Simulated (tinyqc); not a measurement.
From a target level to the width: finite square well with mass mismatch (envelope functions). Three cases, with inputs chosen for the exercise.

Problem. Which width L gives the lowest level below?

A square well of width L and depth V0, mass mw inside and mb outside, energies from the bottom of the well, c = hbar^2/2m0. k = sqrt(mw E/c), kappa = sqrt(mb (V0 - E)/c). psi and psi'/m are continuous at the walls (BenDaniel-Duke), so level n solves k L + 2 atan[(k/mw)/(kappa/mb)] = n pi.

Constants: hbar^2/2m0 = 3.80998211 eV angstrom^2.

Find: k; kappa; the arctangent; L.

Method. E1 fixes k and kappa, so L = (pi - 2 atan[(k/mw)/(kappa/mb)])/k.

Case 1.

Values chosen (out of a larger set: near those of a non-polar GaN well in AlN; not measured data):
- V0 = 1.884 eV (barrier height)
- mw = 0.199 m0 (mass in the well)
- mb = 0.329 m0 (mass in the barrier)

E1 = 0.045863 eV

Solution.

k = 0.04894 1/angstrom
kappa = 0.39841 1/angstrom
the arctangent = 0.2004 rad
L = 56 angstrom

Case 2.

Values chosen (out of a larger set: near those of the light valleys of a Si film in SiO2; not measured data):
- V0 = 2.972 eV (barrier height)
- mw = 0.19 m0 (mass in the well)
- mb = 0.496 m0 (mass in the barrier)

E1 = 0.232574 eV

Solution.

k = 0.10770 1/angstrom
kappa = 0.59719 1/angstrom
the arctangent = 0.4400 rad
L = 21 angstrom

Case 3.

Values chosen (out of a larger set: near those of the light valleys of a Si film in SiO2; not measured data):
- V0 = 3.174 eV (barrier height)
- mw = 0.185 m0 (mass in the well)
- mb = 0.485 m0 (mass in the barrier)

E1 = 0.069234 eV

Solution.

k = 0.05798 1/angstrom
kappa = 0.62867 1/angstrom
the arctangent = 0.2372 rad
L = 46 angstrom

Computed by tinyqc, one run a case: `OMP_NUM_THREADS=1 python tinyqc.py N N+1 out.jsonl` with N = 1250644, 1250819, 1250820; one thread of a shared Intel(R) Xeon(R) Processor @ 2.30GHz, about 0.01 s a run at most.
